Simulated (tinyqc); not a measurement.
Inside a calculation. Model: long-channel MOSFET, surface-potential model.

Numbers from tinyqc (`OMP_NUM_THREADS=1 python tinyqc.py 2360055 2360056 out.jsonl`; about 0.03 s on one thread of a shared Intel Xeon 2.30GHz). Printed values are rounded.

n-channel transistor on a uniformly doped p-type body, gradual-channel approximation, constant mobility, Boltzmann statistics, full ionisation. Potentials are counted from the neutral body; V is the electron quasi-Fermi potential, Vsb at the source and Vsb + Vds at the drain. Charges are magnitudes per area.

Inputs (values chosen for the exercise); material values close to those of silicon: temperature T = 293 K; band gap Eg = 1.11 eV; relative permittivity of the semiconductor eps_r = 11.5; conduction-band density of states at T Nc = 2.66e19 cm^-3; valence-band density of states at T Nv = 2.53e19 cm^-3; acceptor density of the body Na = 3.8e16 cm^-3; relative permittivity of the gate insulator eox = 8.92; insulator thickness tox = 8.9 nm; flat-band voltage Vfb = -0.51 V; channel mobility mu = 210 cm^2/(V s); gate width W = 1 um; gate length L = 2 um; source-body reverse bias Vsb = 1 V; gate-source voltage Vgs = 0.41 V; drain-source voltage Vds = 0.5 V.

Constants: q = 1.602176634e-19 C, kB = 1.380649e-23 J/K, Vt = kB T/q, eps0 = 8.8541878128e-14 F/cm where lengths are in cm. Results are converted to the units shown.

## Body potential, insulator capacitance and body factor

ni = sqrt(Nc Nv) exp(-Eg/(2 Vt)), Eg in volts; phiF = Vt ln(Na/ni); Cox = eps0 eox/tox; gamma = sqrt(2 q eps0 eps_r Na)/Cox. VT = Vfb + 2 phiF + gamma sqrt(2 phiF + Vsb), m = 1 + gamma/(2 sqrt(2 phiF + Vsb)).

ni = 7.373328e9 cm^-3
phiF = 0.3902257 V
Cox = 0.8874085 uF/cm^2
gamma = 0.1254763 V^0.5
VT = 0.4378790 V
m = 1.047018

## Iteration 1: surface potential at the source by Newton steps

psi at the start (2 phiF + Vsb) = 1.780450 V

With V = Vsb: G = psi - Vt + Vt e, e = exp((psi - 2 phiF - Vsb)/Vt); f = Vgs + Vsb - Vfb - psi - gamma sqrt(G); f' = -1 - gamma (1 + e)/(2 sqrt(G)); psi(new) = psi - f/f'.

G = 1.780449 V
f = -0.02787735 V
f' = -1.094034
psi after iteration 1 = 1.754969 V

## Iteration 2: surface potential at the source by Newton steps

As before.

G = 1.738923 V
f = -4.321125e-4 V
f' = -1.064917
psi after iteration 2 = 1.754563 V

## Course of the iteration: surface potential at the source by Newton steps

Stop when psi changes by less than 1e-10 V, or after 40 iterations.

Course of the iteration:
```
iteration   psi (V)  |change| (V)
1          1.754969        0.0255
2          1.754563       4.06e-4
3          1.754563       5.09e-8
4          1.754563       < 1e-14
```

Converged in 4 iterations. The change falls from 0.025 in the first iteration to below the tolerance in the last.

## Charges and current of the charge-sheet model

psi_0 = 1.754563 V
psi_L = 1.754975 V

psi_0 and psi_L solve Vgs + Vsb - Vfb - psi = gamma sqrt(G) at V = Vsb and Vsb + Vds. Qi = Cox gamma [sqrt(G) - sqrt(psi - Vt)], G = psi - Vt + Vt exp((psi - 2 phiF - V)/Vt), at both ends. With U = Vgs + Vsb - Vfb: drift = mu (W/L) Cox [U (psi_L - psi_0) - (psi_L^2 - psi_0^2)/2 - (2/3) gamma ((psi_L - Vt)^1.5 - (psi_0 - Vt)^1.5)]; diffusion = mu (W/L) Vt (Qi0 - QiL).

Qi0 = 0.3829063 nC/cm^2
QiL = 9.781109e-10 nC/cm^2
drift current = 8.279062e-6 uA
diffusion current = 0.001015132 uA
drain current = 0.001023411 uA

Drift carries 0.809 % of the current. The drain end is pinched off: its charge is under 1 % of that at the source.

## Inversion charge along the channel

V, point 0 to 10 (V): 1  1.05  1.1  1.15  1.2  1.25  1.3  1.35  1.4  1.45  1.5

The surface potential psi at channel potential V solves Vgs + Vsb - Vfb - psi = gamma sqrt(G), G = psi - Vt + Vt exp((psi - 2 phiF - V)/Vt). Charge sheet: Qi = Cox gamma [sqrt(G) - sqrt(psi - Vt)]. Pao-Sah: Qi = (Cox gamma/2) integral from 3 Vt to psi of exp((u - 2 phiF - V)/Vt)/sqrt(G(u, V)) du.

```
point   psi (V)  Qi, charge sheet (nC/cm^2)  Qi, Pao-Sah (nC/cm^2)
0      1.754563                   0.3829063              0.3857633
1      1.754917                  0.05365335             0.05405382
2      1.754967                 0.007421370            0.007476766
3      1.754974                 0.001024662            0.001032311
4      1.754975                 1.414385e-4            1.424943e-4
5      1.754975                 1.952269e-5            1.966842e-5
6      1.754975                 2.694695e-6            2.714810e-6
7      1.754975                 3.719455e-7            3.747219e-7
8      1.754975                 5.133918e-8            5.172240e-8
9      1.754975                 7.086284e-9            7.139179e-9
10     1.754975                9.781109e-10           9.854120e-10
```

At the source the charge-sheet charge is 0.74 % below the Pao-Sah one.

## Pao-Sah current by Simpson's rule

I = mu (W/L) integral of Qi dV; Simpson's rule on the 11 points, step Vds/10, weights 1, 4, 2, ..., 4, 1 times step/3.

Pao-Sah current = 0.001087506 uA

Gauss-Legendre quadrature on many points gives 0.001032 uA, so this value is 5.4 % above it; the charge-sheet current, 0.001023 uA, is 0.80 % below it.
